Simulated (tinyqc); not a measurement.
Strained L valleys, repopulation and conductivity mass: one step of the calculation.

A cubic crystal with four conduction valleys along the <111> axes under uniaxial stress X along [110] (X > 0 is tension); current along [110]. Non-degenerate electrons, fixed total density, one relaxation time for all valleys and stresses, masses unchanged by strain, so the mobility goes as the mean inverse mass.

Question. Conductivity mass and mobility. Inverse mass along the current d = [110]: (n.d)^2/ml + (1 - (n.d)^2)/mt; mu/mu0 = sum f (1/m) over the plain mean of 1/m.

Parameters, values chosen for the exercise:
- ml = 1.54 m0 (longitudinal mass)
- mt = 0.0829 m0 (transverse mass)

share f, valley [111] to [11-1]: 0.15037416  0.34962584  0.34962584  0.15037416

Find: 1/m along d; conductivity mass; unstrained value; mu/mu0.

Answer.

1/m along d, valley [111] to [11-1] (1/m0): 4.4538  12.063  12.063  4.4538
conductivity mass = 0.10231 m0
unstrained value = 0.12109 m0
mu/mu0 = 1.1836

The possible range, all electrons in one kind of valley, is 0.539 to 1.46.

Numbers from tinyqc (`OMP_NUM_THREADS=1 python tinyqc.py 2530139 2530140 out.jsonl`; about 0.01 s on one thread of a shared Intel Xeon 2.30GHz).
